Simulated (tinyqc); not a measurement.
# Dead time against afterpulsing

Afterpulse probability pap = pa (Cd Vx/q) exp(-td/tt) Pm, with Pm the trigger probability of a released carrier; largest rate 1/td; each true event gives 1/(1 - pap) counts.

Values chosen for this exercise: excess bias Vx = 8.3 V; diode capacitance Cd = 10 fF; trapping probability per avalanche carrier pa = 1.7e-7; trap release time tt = 18 ns.

Constants: q = 1.602176634e-19 C. Results are converted to the units shown.

Pm = 0.803

Result of one run:

| pap (%) | largest rate (1e6/s) | counts per event |
|---|---|---|
| 0.72495 | 24.390 | 1.0073 |

Which dead time td gave this result: 3.6, 5.9, 15, 41 or 66 ns?

td = 41 ns.

The whole series:

| td (ns) | pap (%) | largest rate (1e6/s) | counts per event |
|---|---|---|---|
| 3.6 | 5.7899 | 277.78 | 1.0615 |
| 5.9 | 5.0954 | 169.49 | 1.0537 |
| 9.5 | 4.1718 | 105.26 | 1.0435 |
| 15 | 3.0734 | 66.667 | 1.0317 |
| 25 | 1.7634 | 40.000 | 1.0180 |
| 41 | 0.72495 | 24.390 | 1.0073 |
| 66 | 0.18077 | 15.152 | 1.0018 |
| 110 | 0.015686 | 9.0909 | 1.0002 |

The afterpulse probability falls from 5.79 to 0.0157 %, a factor of ten for every 41.4 ns, while the largest rate falls from 278 to 9.09 million a second.

Computed by the program tinyqc: `OMP_NUM_THREADS=1 python tinyqc.py 2630142 2630143 out.jsonl`, one thread of a shared Intel Xeon 2.30GHz, about 0.01 s for the whole run.
